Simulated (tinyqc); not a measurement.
## Gap difference from the gain at two temperatures

Problem. When back injection limits the gain, beta = b exp(-dE/(kB T)) with dE the gap reduction of the emitter less that of the base and b constant. Find dE and beta at 300 K.

Constants: q = 1.602176634e-19 C, kB = 1.380649e-23 J/K. Results are converted to the units shown.

T (K): 273  350
beta: 218.90474  623.91790

Solution. ln beta is a straight line in 1/T with slope -dE/kB.

dE = 0.1120 eV
beta at 300 K = 336.0

Computed by the program tinyqc: `OMP_NUM_THREADS=1 python tinyqc.py 2320107 2320108 out.jsonl`, one thread of a shared Intel Xeon 2.30GHz, about 0.01 s for the whole run.
